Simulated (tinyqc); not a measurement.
Tunnelling through a gate dielectric, WKB transmission and Tsu-Esaki current: dielectrics compared at equal EOT.

Electrons leave the emitter at x = 0. Energies E (motion across the layers) are in eV from the emitter Fermi level; the collector Fermi level lies at -V and offers states at every E. No charge in the dielectric and no image force: F1 = V/t1, U = phi1 - F1 x. With C = hbar^2/(2 m0), kappa = sqrt(m (U - E)/C) where U > E and 0 elsewhere; T(E) = exp(-S), S = 2 times the integral of kappa over x.

A single layer of thickness t1 = EOT eps_r/3.9 for each dielectric, at V = 1.2 V. Each layer adds (2/F) sqrt(m/C) [G(u at its left edge) - G(u at its right edge)] to S, with u = U - E (0 where negative) and G(u) = (2/3) u^1.5. J = J0 times the integral of T(E) N(E) dE, N = ln[(1 + exp(-E/Vt))/(1 + exp((-E - V)/Vt))], J0 = q^2 me m0 kB T/(2 pi^2 hbar^3) (times 1e-4 for A/cm^2 per eV), from E = -Ef to far above the barrier (T = 1 there), by quadrature converged to the digits shown.

Values chosen for this exercise:
- T = 350 K (temperature)
- Ef = 0.16 eV (Fermi energy of the emitter above its band bottom)
- me = 1 m0 (emitter mass in the supply function)
- EOT = 2 nm (equivalent oxide thickness)

Constants: q = 1.602176634e-19 C, kB = 1.380649e-23 J/K, hbar = 1.054571817e-34 J s, m0 = 9.1093837015e-31 kg, Vt = kB T/q, hbar^2/(2 m0) = 0.0380998212 eV nm^2. Results are converted to the units shown.

Dielectrics (values chosen for the exercise, close to those of the materials named):
```
                 eps_r  phi1 (eV)  m1 (m0)
silicon dioxide   3.76       3.06     0.51
silicon nitride    7.5       2.03     0.48
aluminium oxide   9.09       2.51     0.41
hafnium oxide     21.8       1.46     0.19
zirconium oxide   23.8        1.4     0.24
```

Leakage at equal EOT:
```
                 t1 (nm)  S at E = 0  J (A/cm^2)  eps_r sqrt(m1 phi1)
silicon dioxide    1.928       22.07     0.04018                4.697
silicon nitride    3.846       32.40    8.122e-7                7.403
aluminium oxide    4.662       42.09   5.144e-11                9.221
hafnium oxide      11.18       45.26   2.542e-10                11.48
zirconium oxide    12.21       53.34   1.421e-10                13.80
```

What does the table show?

From the lowest current to the highest: aluminium oxide, zirconium oxide, hafnium oxide, silicon nitride, silicon dioxide; the span is 8.89 decades. The figure eps_r sqrt(m1 phi1), to which S is proportional at low voltage, gives another order at this voltage.

tinyqc, about 0.02 s, one thread, Intel Xeon 2.30GHz (shared host): `OMP_NUM_THREADS=1 python tinyqc.py 2540091 2540092 out.jsonl`
